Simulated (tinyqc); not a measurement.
Inside a calculation. Method: Luttinger-Kohn k.p, four valence bands. Computed by tinyqc, a small Python program that keeps every step. Settings: g1 = 18.69, g2 = 3.85, g3 = 4.65. Command: `OMP_NUM_THREADS=1 python tinyqc.py 20014 20015 out.jsonl` (the two numbers bound the seeds that draw the settings). One thread of a shared host (Intel(R) Xeon(R) Processor @ 2.60GHz), about 0.01 s of CPU time with the checks.

## Bloch Hamiltonian at k

Luttinger parameters chosen for this model; energies are counted downward from the top of the valence band:
```
parameter      value  unit
g1         18.690000
g2          3.850000
g3          4.650000
```

k point k (1/angstrom): [0.023000, -0.015000, -0.014000]

P = c g1 k^2, Q = c g2 (kx^2 + ky^2 - 2 kz^2), R = c sqrt3 [-g2 (kx^2 - ky^2) + 2i g3 kx ky], S = 2 c sqrt3 g3 (kx - i ky) kz, c = hbar^2/2m = 3.809982 eV angstrom^2; rows [P+Q, -S, R, 0], [-S*, P-Q, 0, R], [R*, 0, P-Q, S], [0, R*, S*, P+Q]. The path ends lie at |k| = 0.07 1/angstrom.

H(k) at k (eV), order 3/2, 1/2, -1/2, -3/2:
$$\begin{pmatrix}
0.072958 & 0.019762+0.012888i & -0.007724-0.021173i & 0.000000 \\
0.019762-0.012888i & 0.062338 & 0.000000 & -0.007724-0.021173i \\
-0.007724+0.021173i & 0.000000 & 0.062338 & -0.019762-0.012888i \\
0.000000 & -0.007724+0.021173i & -0.019762+0.012888i & 0.072958
\end{pmatrix}$$

## Levels at k

Diagonalise the Hermitian matrix.

eigenvalues (eV): [0.034591, 0.034591, 0.100705, 0.100705]

## Bands along a path

The same steps at evenly spaced points between the labelled ones.

Bands along the path (eV):
```
k               band 1    band 2    band 3    band 4
[111]         0.175301  0.175301  0.522543  0.522543
[111]-G 0.33  0.077912  0.077912  0.232241  0.232241
[111]-G 0.67  0.019478  0.019478  0.058060  0.058060
G             0.000000  0.000000  0.000000  0.000000
G-[100] 0.33  0.022797  0.022797  0.054741  0.054741
G-[100] 0.67  0.091187  0.091187  0.218966  0.218966
[100]         0.205171  0.205171  0.492673  0.492673
```

## Hole masses

E = c [g1 k^2 -/+ 2 sqrt(g2^2 k^4 + 3 (g3^2 - g2^2)(kx^2 ky^2 + ky^2 kz^2 + kz^2 kx^2))] with c = hbar^2/2m, and m* = hbar^2 k^2 / (2 E).

Masses (electron masses):
```
direction     heavy     light
[100]      0.090992  0.037893
[110]      0.102427  0.036210
[111]      0.106496  0.035727
```
